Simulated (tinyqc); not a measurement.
Stillinger-Weber potential for a tetrahedral semiconductor: one step, computed by the program tinyqc. Command: `OMP_NUM_THREADS=1 python tinyqc.py 3016071 3016072 out.jsonl swsi walk`. One thread of a shared host (Intel(R) Xeon(R) Processor @ 2.30GHz), about 0.04 s of CPU time with the checks.

With x = r/sigma: pair term eps A (B x^-4 - 1) exp(1/(x - a)); for each pair of neighbours j, k of atom i, three-body term eps lambda exp(gamma/(x_ij - a) + gamma/(x_ik - a)) (cos theta_jik + 1/3)^2; both vanish beyond x = a. A = 7.049556277, B = 0.6022245584, a = 1.8.

Problem. The diamond lattice. All angles are tetrahedral, so only the pair term acts; its minimum lies at x = 2^(1/6) with depth eps, and second neighbours lie beyond the cut-off. a0 = 4 d/sqrt3; E = -2 eps per atom.

Inputs (values chosen for the exercise, modelled on silicon): energy scale eps = 2.136 eV; length scale sigma = 2.108 angstrom.

Give: bond length d; lattice constant a0; energy per atom.

Solution.

bond length d = 2.3661 angstrom

lattice constant a0 = 5.4644 angstrom

energy per atom = -4.272 eV
